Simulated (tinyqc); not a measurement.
Worked calculation: UKS/LDA (VWN5) in the sto-6g basis, for H3, spin multiplicity 2. Computed by tinyqc, a small Python program that keeps every step (integrals from PySCF). Settings: charge = 0, multiplicity = 2, basis = sto-6g, energy threshold = 1e-09, iteration cap = 59, orthogonalisation = canonical, start = Wolfsberg-Helmholz matrix, DIIS depth = 0, method = UKS, functional = lda,vwn, grid = [40, 26]. Command: `OMP_NUM_THREADS=1 python tinyqc.py 22549 22550 out.jsonl` (the two numbers bound the seeds that draw the settings). One thread of a shared host (Intel(R) Xeon(R) Processor @ 2.60GHz), about 2 s of CPU time with the checks. Later iterations appear only in the table of the cycle.

## One-electron integrals

Geometry (angstrom):
```
atom         x         y         z
H     0.000000  0.000000  0.000000
H     0.000000  0.000000  1.398000
H     0.000000  1.332000  0.699000
```

Basis sto-6g: exponents (1/bohr^2) and contraction coefficients of normalised primitives:
```
element  l (shell)   exponent  coefficient
H            s (1)  35.523221     0.009164
H            s (1)   6.513144     0.049361
H            s (1)   1.822143     0.168538
H            s (1)   0.625955     0.370563
H            s (1)   0.243077     0.416492
H            s (1)   0.100112     0.130334
```

Overlap, kinetic and nuclear-attraction integrals over the contracted functions; the nuclear repulsion is the sum of Za Zb / Rab.

nuclear repulsion = 1.08209177 hartree

overlap S, lower triangle:
```
          1H 1s     2H 1s     3H 1s
1H 1s  1.000000
2H 1s  0.296714  1.000000
3H 1s  0.255275  0.255275  1.000000
```

kinetic energy T (hartree), lower triangle:
```
          1H 1s     2H 1s     3H 1s
1H 1s  0.768522
2H 1s  0.020278  0.768522
3H 1s  0.008697  0.008697  0.768522
```

nuclear attraction V (hartree), lower triangle:
```
           1H 1s      2H 1s      3H 1s
1H 1s  -1.966176
2H 1s  -0.513841  -1.966176
3H 1s  -0.433480  -0.433480  -1.940366
```

core Hamiltonian H = T + V (hartree), lower triangle:
```
           1H 1s      2H 1s      3H 1s
1H 1s  -1.197654
2H 1s  -0.493563  -1.197654
3H 1s  -0.424783  -0.424783  -1.171844
```

## Two-electron integrals

Functions are numbered as in S; the eight-fold symmetry (ij|kl) = (ji|kl) = (kl|ij) leaves the list below.

Two-electron integrals (ij|kl) in chemists' order, unique and non-zero (hartree):
```
(11|11) 0.774999   (21|11) 0.163791   (21|21) 0.051127   (22|11) 0.368034
(22|21) 0.163791   (22|22) 0.774999   (31|11) 0.136544   (31|21) 0.036490
(31|22) 0.098899   (31|31) 0.036913   (32|11) 0.098899   (32|21) 0.036490
(32|22) 0.136544   (32|31) 0.031711   (32|32) 0.036913   (33|11) 0.344927
(33|21) 0.109707   (33|22) 0.344927   (33|31) 0.136544   (33|32) 0.136544
(33|33) 0.774999
```

## Orthogonalisation

S = U s U^T; canonical form X = U s^(-1/2), so that X^T S X = 1. Each column of U has its largest component positive (the first on a tie).

eigenvalues of S: 0.703286  0.758049  1.538665

X:
```
               1          2         3
1H 1s   0.843178  -0.452148  0.473537
2H 1s  -0.843178  -0.452148  0.473537
3H 1s   0.000000   0.954096  0.448821
```

## Starting guess

The start is the generalised Wolfsberg-Helmholz matrix (K = 1.75) built on H; D(s) = C_occ C_occ^T for each spin.

D(alpha) at the start, lower triangle:
```
           1H 1s      2H 1s     3H 1s
1H 1s   0.428675
2H 1s   0.428675   0.428675
3H 1s  -0.218860  -0.218860  1.111739
```

D(beta) at the start, lower triangle:
```
          1H 1s     2H 1s     3H 1s
1H 1s  0.234076
2H 1s  0.234076  0.234076
3H 1s  0.206468  0.206468  0.182115
```

## Iteration 1: exchange-correlation on the grid

Becke grid with 40 radial and 26 angular points per atom, points of zero weight dropped. rho = sum D_ij phi_i phi_j; V_xc,ij = sum w v_xc phi_i phi_j; v_xc is d(rho eps)/d rho(s) for spin s.

The 8 grid points with the largest w rho, of 3103 (bohr, atomic units):
```
x                 y         z         w  rho(alpha)  rho(beta)     eps_xc  v_xc(alpha)
0.000000   1.358297  1.320919  0.111242    0.035531   0.022798  -0.338150    -0.457910
0.000000   1.186808  1.320919  0.131417    0.026327   0.021685  -0.316926    -0.421254
0.000000   1.513216  1.320919  0.082834    0.050495   0.025056  -0.369544    -0.507087
0.000000   0.000000  1.158819  0.092550    0.037592   0.026900  -0.347721    -0.467833
0.000000   0.000000  1.483019  0.092550    0.037592   0.026900  -0.347721    -0.467833
-1.158819  2.517115  1.320919  0.130891    0.035802   0.009174  -0.325554    -0.447883
1.158819   2.517115  1.320919  0.130891    0.035802   0.009174  -0.325554    -0.447883
0.000000   2.517115  0.162100  0.128970    0.035368   0.010043  -0.324761    -0.447128
```

electrons on the grid, sum of w rho = 3.002675

E_xc = sum of w rho eps_xc = -0.98540111 hartree

V_xc(alpha) (hartree), lower triangle:
```
           1H 1s      2H 1s      3H 1s
1H 1s  -0.414547
2H 1s  -0.113158  -0.414547
3H 1s  -0.100128  -0.100128  -0.499797
```

V_xc(beta) (hartree), lower triangle:
```
           1H 1s      2H 1s      3H 1s
1H 1s  -0.379821
2H 1s  -0.104656  -0.379821
3H 1s  -0.088129  -0.088129  -0.380661
```

## Iteration 1: building the Kohn-Sham matrix

J_ij = sum D_kl (ij|kl) with D = D(alpha) + D(beta); F = H + J + V_xc; E = tr D H + tr D J / 2 + E_xc + E_nn.

Coulomb J (hartree), lower triangle:
```
          1H 1s     2H 1s     3H 1s
1H 1s  1.415103
2H 1s  0.425011  1.415103
3H 1s  0.379375  0.379375  1.598587
```

F(alpha) (hartree), lower triangle:
```
           1H 1s      2H 1s      3H 1s
1H 1s  -0.197098
2H 1s  -0.181710  -0.197098
3H 1s  -0.145535  -0.145535  -0.073054
```

F(beta) (hartree), lower triangle:
```
           1H 1s      2H 1s     3H 1s
1H 1s  -0.162372
2H 1s  -0.173207  -0.162372
3H 1s  -0.133537  -0.133537  0.046082
```

total energy of this density = -1.39585730 hartree

## Iteration 1: diagonalisation and new density

Diagonalise F' = X^T F X, C = X C', fill 2 alpha and 1 beta electrons from the bottom; D(s) = C_occ C_occ^T. Each column has its largest component positive (the first on a tie).

F' = X^T F X (alpha) (hartree), lower triangle:
```
           1         2          3
1  -0.021880
2   0.000000  0.029744
3   0.000000  0.058492  -0.308326
```

orbital energies (alpha) (hartree): MO1 -0.318160, MO2 -0.021880, MO3 0.039578

coefficients C (alpha):
```
            MO1        MO2        MO3
1H 1s  0.541949   0.843178  -0.367379
2H 1s  0.541949  -0.843178  -0.367379
3H 1s  0.284421   0.000000   1.015305
```

F' = X^T F X (beta) (hartree), lower triangle:
```
          1         2          3
1  0.015406
2  0.000000  0.135165
3  0.000000  0.096968  -0.254740
```

orbital energies (beta) (hartree): MO1 -0.277525, MO2 0.015406, MO3 0.157950

coefficients C (beta):
```
            MO1        MO2        MO3
1H 1s  0.564406   0.843178  -0.331845
2H 1s  0.564406  -0.843178  -0.331845
3H 1s  0.218684   0.000000   1.031463
```

D(alpha) after iteration 1, lower triangle:
```
           1H 1s     2H 1s     3H 1s
1H 1s   1.004657
2H 1s  -0.417240  1.004657
3H 1s   0.154141  0.154141  0.080895
```

D(beta) after iteration 1, lower triangle:
```
          1H 1s     2H 1s     3H 1s
1H 1s  0.318554
2H 1s  0.318554  0.318554
3H 1s  0.123427  0.123427  0.047823
```

## Iteration 2: exchange-correlation on the grid

As before.

The 8 grid points with the largest w rho, of 3103 (bohr, atomic units):
```
x                y         z         w  rho(alpha)  rho(beta)     eps_xc  v_xc(alpha)
0.000000  1.003899  2.641837  0.083729    0.052074   0.023734  -0.371342    -0.510851
0.000000  1.003899  0.000000  0.083729    0.052074   0.023734  -0.371342    -0.510851
0.000000  0.000000  1.637938  0.076069    0.045450   0.036767  -0.373707    -0.498551
0.000000  0.000000  1.003899  0.076069    0.045450   0.036767  -0.373707    -0.498551
0.000000  1.158819  2.641837  0.114492    0.036731   0.017702  -0.334538    -0.458519
0.000000  1.158819  0.000000  0.114492    0.036731   0.017702  -0.334538    -0.458519
0.000000  0.000000  1.483019  0.092550    0.034043   0.033057  -0.350605    -0.459320
0.000000  0.000000  1.158819  0.092550    0.034043   0.033057  -0.350605    -0.459320
```

electrons on the grid, sum of w rho = 2.999248

E_xc = sum of w rho eps_xc = -1.03472735 hartree

V_xc(alpha) (hartree), lower triangle:
```
           1H 1s      2H 1s      3H 1s
1H 1s  -0.492719
2H 1s  -0.124797  -0.492719
3H 1s  -0.091270  -0.091270  -0.295503
```

V_xc(beta) (hartree), lower triangle:
```
           1H 1s      2H 1s      3H 1s
1H 1s  -0.413850
2H 1s  -0.110752  -0.413850
3H 1s  -0.082084  -0.082084  -0.274648
```

## Iteration 2: building the Kohn-Sham matrix

As before.

Coulomb J (hartree), lower triangle:
```
          1H 1s     2H 1s     3H 1s
1H 1s  1.655246
2H 1s  0.478004  1.655246
3H 1s  0.360010  0.360010  1.142527
```

F(alpha) (hartree), lower triangle:
```
           1H 1s      2H 1s      3H 1s
1H 1s  -0.035127
2H 1s  -0.140356  -0.035127
3H 1s  -0.156043  -0.156043  -0.324820
```

F(beta) (hartree), lower triangle:
```
           1H 1s      2H 1s      3H 1s
1H 1s   0.043742
2H 1s  -0.126311   0.043742
3H 1s  -0.146856  -0.146856  -0.303966
```

total energy of this density = -1.23072441 hartree

## Iteration 2: diagonalisation and new density

As before.

F' = X^T F X (alpha) (hartree), lower triangle:
```
          1          2          3
1  0.149626
2  0.000000  -0.098171
3  0.000000  -0.141617  -0.276788
```

orbital energies (alpha) (hartree): MO1 -0.354905, MO2 -0.020054, MO3 0.149626

coefficients C (alpha):
```
            MO1        MO2        MO3
1H 1s  0.196252   0.624628   0.843178
2H 1s  0.196252   0.624628  -0.843178
3H 1s  0.853824  -0.618647   0.000000
```

F' = X^T F X (beta) (hartree), lower triangle:
```
          1          2          3
1  0.241799
2  0.000000  -0.057049
3  0.000000  -0.167901  -0.223108
```

orbital energies (beta) (hartree): MO1 -0.327388, MO2 0.047230, MO3 0.241799

coefficients C (beta):
```
            MO1        MO2        MO3
1H 1s  0.163712   0.633935   0.843178
2H 1s  0.163712   0.633935  -0.843178
3H 1s  0.884651  -0.573699   0.000000
```

D(alpha) after iteration 2, lower triangle:
```
           1H 1s      2H 1s     3H 1s
1H 1s   0.428675
2H 1s   0.428675   0.428675
3H 1s  -0.218860  -0.218860  1.111739
```

D(beta) after iteration 2, lower triangle:
```
          1H 1s     2H 1s     3H 1s
1H 1s  0.026802
2H 1s  0.026802  0.026802
3H 1s  0.144828  0.144828  0.782608
```

## Convergence

Stop when the energy changes by less than 1e-09 hartree and every element of the error matrix X^T (F D S - S D F) X (for each spin) is below 9e-06.

Course of the cycle:
```
iteration  E (hartree)     change  largest element of the error matrix
1          -1.39585730          -                             8.79e-02
2          -1.23072441   1.65e-01                             1.87e-01
3          -1.14679198   8.39e-02                             2.88e-01
4          -1.12013248   2.67e-02                             2.00e-01
5          -1.12050021  -3.68e-04                             2.86e-01
6          -1.11640890   4.09e-03                             2.00e-01
7          -1.12047218  -4.06e-03                             2.86e-01
8          -1.11640525   4.07e-03                             2.00e-01
9          -1.12047217  -4.07e-03                             2.86e-01
10         -1.11640525   4.07e-03                             2.00e-01
11         -1.12047217  -4.07e-03                             2.86e-01
12         -1.11640525   4.07e-03                             2.00e-01
13         -1.12047217  -4.07e-03                             2.86e-01
14         -1.11640525   4.07e-03                             2.00e-01
...                ...        ...                                  ...
46         -1.11640525   4.07e-03                             2.00e-01
47         -1.12047217  -4.07e-03                             2.86e-01
48         -1.11640524   4.07e-03                             2.00e-01
49         -1.12047216  -4.07e-03                             2.86e-01
50         -1.11640523   4.07e-03                             2.00e-01
51         -1.12047212  -4.07e-03                             2.86e-01
52         -1.11640511   4.07e-03                             2.00e-01
53         -1.12047183  -4.07e-03                             2.86e-01
54         -1.11640423   4.07e-03                             2.00e-01
55         -1.12046957  -4.07e-03                             2.86e-01
56         -1.11639749   4.07e-03                             2.00e-01
57         -1.12045235  -4.05e-03                             2.86e-01
58         -1.11634606   4.11e-03                             2.00e-01
59         -1.12032118  -3.98e-03                             2.86e-01
```

PySCF UKS in the same basis, fine grid, after a stability check = -1.41115341 hartree

Not converged within the cap of 59 iterations: the residual has stopped falling: the iteration swings between two states. Reruns (cap 100 unless said): DIIS 8: converged in 11; damping 0.5: not converged; level shift 0.5: converged in 14; atomic densities as start, DIIS 8: converged in 12; the original settings with a cap of 400: not converged.
